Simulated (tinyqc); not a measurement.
Straight dislocations in isotropic elasticity: fields, energies, partials, Peierls stress and walls: one step, computed by the program tinyqc. Command: `OMP_NUM_THREADS=1 python tinyqc.py 3011111 3011112 out.jsonl disloc walk`. One thread of a shared host (Intel(R) Xeon(R) Processor @ 2.30GHz), about 0.01 s of CPU time with the checks.

The line runs along z, the glide plane is y = 0, and beta is the angle between b and the line (0 screw, 90 degrees edge): b_e = b sin(beta) along +x with the extra half plane at y > 0, b_s = b cos(beta). Stress is positive in tension.

Task: Peierls-Nabarro core of the undissociated dislocation. Energy factor K = G [cos^2(beta) + sin^2(beta)/(1 - nu)]. Misfit energy gamma(u) = (gamma_us/2)(1 - cos(2 pi u/b)), so the largest restoring stress is tau_max = pi gamma_us/b; u(x) = b/2 + (b/pi) arctan(x/zeta), zeta = K b/(4 pi tau_max). Summing the misfit energy over atomic rows a' apart gives, for a wide core, W_P = (K b^2/pi) exp(-2 pi zeta/a') and sigma_P = (K b/a') exp(-2 pi zeta/a'); a' = b/2 for edge and 30-degree lines, b sqrt(3)/2 for screw and 60-degree lines.

Inputs (values chosen for the exercise, modelled on nickel): Burgers vector b = 2.492 angstrom; unstable fault energy gamma_us = 369 mJ/m^2.

Character: 60-degree.

energy factor K = 105.8516 GPa

Constants: 1 eV/angstrom^3 = 160.2176634 GPa.

Give: tau_max; half width zeta; row spacing a'; Peierls barrier W_P; Peierls stress sigma_P.

Result:

tau_max = 4.652 GPa

half width zeta = 4.512 angstrom

row spacing a' = 2.158 angstrom

Peierls barrier W_P = 0.02573 meV/nm

Peierls stress sigma_P = 0.2408 MPa
